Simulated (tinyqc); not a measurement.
From results back to parameters: polytypes by hexagonality, and a cubic inclusion as a quantum well. Three cases, with inputs chosen for the exercise.

Problem. A square well of depth V with masses m_w inside and m_b outside (first and second entry of m) binds its lowest level at the given depth below the barrier: k tan(k L/2) = (m_w/m_b) q, k = sqrt(m_w E/c), q = sqrt(m_b (V - E)/c), c = hbar^2/2m0. How many double layers wide is it?

Constants: hbar^2/2m0 = 3.80998211 eV angstrom^2.

Case 1.

Values chosen (out of a larger set: of the order of those of SiC; not measured data): m = (0.316, 0.315) m0 (electron mass along c in the cubic layer and in the host); d = 2.519 angstrom (thickness of a double layer).

V = 0.73520 eV
depth V - E = 0.19082 eV

Case 2.

Values chosen (out of a larger set: of the order of those of GaN; not measured data): m = (0.195, 0.195) m0 (electron mass along c in the cubic layer and in the host); d = 2.587 angstrom (thickness of a double layer).

V = 0.28100 eV
depth V - E = 0.11867 eV

Case 3.

Values chosen (out of a larger set: of the order of those of GaN; not measured data): m = (0.211, 0.194) m0 (electron mass along c in the cubic layer and in the host); d = 2.585 angstrom (thickness of a double layer).

V = 0.27300 eV
depth V - E = 0.02270 eV

Find: k; q; L; N.

Solution. L = (2/k) arctan((m_w/m_b) q/k), and N = L/d.

Case 1.

k = 0.2125 1/angstrom
q = 0.1256 1/angstrom
L = 5.04 angstrom
N = 2.0

Case 2.

k = 0.0911 1/angstrom
q = 0.0779 1/angstrom
L = 15.52 angstrom
N = 6.0

Case 3.

k = 0.1177 1/angstrom
q = 0.0340 1/angstrom
L = 5.17 angstrom
N = 2.0

Computed by tinyqc, one run a case: `OMP_NUM_THREADS=1 python tinyqc.py N N+1 out.jsonl` with N = 1850297, 1850310, 1850318; one thread of a shared Intel(R) Xeon(R) Processor @ 2.30GHz, about 0.06 s a run at most.
